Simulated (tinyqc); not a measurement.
# Changing the noise amplitude

Model: cluster expansion of a binary alloy: correlations, fit, cross-validation and ground states. Computed by tinyqc, a small Python program. Command: `OMP_NUM_THREADS=1 python tinyqc.py 3016180 3016181 out.jsonl clex sweep`. One thread of a shared host (Intel(R) Xeon(R) Processor @ 2.30GHz), about 0.2 s of CPU time with the checks.

s = +1 for A and -1 for B. Energy per site E = J0 + J1 P(point) + sum over clusters of m V P, with P the mean product of spins; V > 0 on a pair favours unlike neighbours. Clusters per site m: pair 1 6, pair 2 3, pair 3 12, triplet 8; the triplet is the triangle of first neighbours. Formation energies are counted from the line between pure A and pure B, which removes J0 and J1.

Inputs (values chosen for the exercise, for a model alloy): first-pair interaction V1 = 5.75 meV; second-pair interaction V2 = -0.42 meV; third-pair interaction V3 = -0.26 meV; triplet interaction Vt = 1.1 meV.

Lattice: fcc.

correlations P, counted on periodic cells, rows A, A3B L1_2, A3B D0_22, A3B (001) layers, A2B (001) layers, AB L1_0, AB L1_1, A2B2 (001) layers, AB2 (001) layers, AB3 L1_2, AB3 D0_22, AB3 (001) layers, B, columns point, pair 1, pair 2, pair 3, triplet:
$$\begin{pmatrix}
1.000000 & 1.000000 & 1.000000 & 1.000000 & 1.000000 \\
0.500000 & 0.000000 & 1.000000 & 0.000000 & -0.500000 \\
0.500000 & 0.000000 & 0.666667 & 0.333333 & -0.500000 \\
0.500000 & 0.333333 & 0.666667 & 0.000000 & 0.500000 \\
0.333333 & 0.111111 & 0.555556 & -0.333333 & 0.333333 \\
0.000000 & -0.333333 & 1.000000 & -0.333333 & 0.000000 \\
0.000000 & 0.000000 & -1.000000 & 0.000000 & 0.000000 \\
0.000000 & 0.333333 & 0.333333 & -0.333333 & 0.000000 \\
-0.333333 & 0.111111 & 0.555556 & -0.333333 & -0.333333 \\
-0.500000 & 0.000000 & 1.000000 & 0.000000 & 0.500000 \\
-0.500000 & 0.000000 & 0.666667 & 0.333333 & 0.500000 \\
-0.500000 & 0.333333 & 0.666667 & 0.000000 & -0.500000 \\
-1.000000 & 1.000000 & 1.000000 & 1.000000 & -1.000000
\end{pmatrix}$$

standard normal numbers for the noise (0 for the pure ends): A 0.000, A3B L1_2 -0.672, A3B D0_22 0.386, A3B (001) layers 1.835, A2B (001) layers -0.197, AB L1_0 0.916, AB L1_1 1.541, A2B2 (001) layers -0.095, AB2 (001) layers 1.071, AB3 L1_2 1.237, AB3 D0_22 -0.484, AB3 (001) layers -0.789, B 0.000

Method:
- Design matrix of formation energies: m (P - 1) for pairs and m (P(triplet) - P(point)) for the triplet; x = (1 - P(point))/2.
- Exact: X V with V = (V1, V2, V3, Vt). The data to fit add the noise amplitude times the normal numbers, standing for what the clusters leave out.
- Leave out pair 3: A = X^T X and b = X^T E (E being the data with noise) over these three columns; solve A V = b. The root-mean-square error runs over the structures between the pure ends.
- For each set, H = X (X^T X)^-1 X^T over the structures between the ends; residual e = E - H E; leave-one-out error e_i/(1 - H_ii); both as root mean squares.

One run for each value; columns: (1) noise amplitude (meV/site); (2) leave-one-out error without pair 3 (meV/site); (3) leave-one-out error with all four (meV/site); (4) root-mean-square error of the three-cluster fit (meV/site):
```
(1)       (2)     (3)     (4)
0.058  1.9401  0.0867  1.0033
0.110  1.9266  0.1645  1.0067
0.210  1.9057  0.3141  1.0183
0.410  1.8851  0.6132  1.0605
0.800  1.9275  1.1964  1.2049
1.500  2.2465  2.2433  1.5990
3.000  3.5219  4.4866  2.6765
5.800  6.5245  8.6741  4.8920
```

Over the rows, leave-one-out error without pair 3 (meV/site) goes from 1.94 through a minimum among these rows, 1.89 at 0.410, to 6.52; leave-one-out error with all four (meV/site) rises from 0.0867 to 8.67 (exponent d ln y / d ln x about 1.0 throughout); root-mean-square error of the three-cluster fit (meV/site) rises from 1.00 to 4.89 (exponent d ln y / d ln x 0.0053 between the first rows and 0.91 between the last). With all four clusters the error is pure noise and scales with it. Leaving out pair 3 leaves a floor set by V3 once the noise is small enough, but predicts better from a noise of 3.0 meV on.

Extremes, crossings and ranges named in words are read from the listed rows.
